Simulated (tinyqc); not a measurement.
Donor or exciton in a quantum well (variational effective-mass method): one step, computed by the program tinyqc. Command: `OMP_NUM_THREADS=1 python tinyqc.py 3014687 3014688 out.jsonl welldonor walk`. One thread of a shared host (Intel(R) Xeon(R) Processor @ 2.30GHz), about 0.03 s of CPU time with the checks.

H = -nabla^2 - 2/|r - r_i| + V(z) in effective units; trial function psi = f(z) exp(-|r - r_i|/lambda), f the ground state of the well. Mass and screening are the same in well and barrier; l = L/a* is the width in effective units. Bands are flat: no polarisation or applied field.

Task: Best radius. k = pi/l; f = cos(k z) inside and zero outside; subband energy k^2 Ry*. Binding E_b(lambda) = -1/lambda^2 + 4 A/(lambda B), with A = int f^2 exp(-2 s/lambda) dz, B = int f^2 exp(-2 s/lambda)(1 + 2 s/lambda) dz and s = |z - z_i|; 40 Gauss-Legendre points on each piece between the walls at z = -l/2 and l/2 and z_i. Golden-section search for the maximum over lambda from 0.3 to 4, 40 steps.

Inputs (values chosen for the exercise, modelled on CdS): electron mass m = 0.204 m_0; well width L = 3.9 nm; donor position z_i/L from the centre = 0.2.

Centre: donor. Barriers: infinite.

l = 1.760499

Ry* = 38.05705 meV

a* = 2.215281 nm

Give: best lambda; binding in Ry*; binding energy; radius lambda a*.

Result:

best lambda = 1.002 a*

binding in Ry* = 1.583

binding energy = 60.26 meV

radius lambda a* = 2.220 nm

Confinement changes the binding by a factor 1.583 against the bulk value (limits: 4 in two dimensions, 1 inside a wide well). Caution: so narrow a well has large confinement energy, where non-parabolicity and barrier penetration matter.
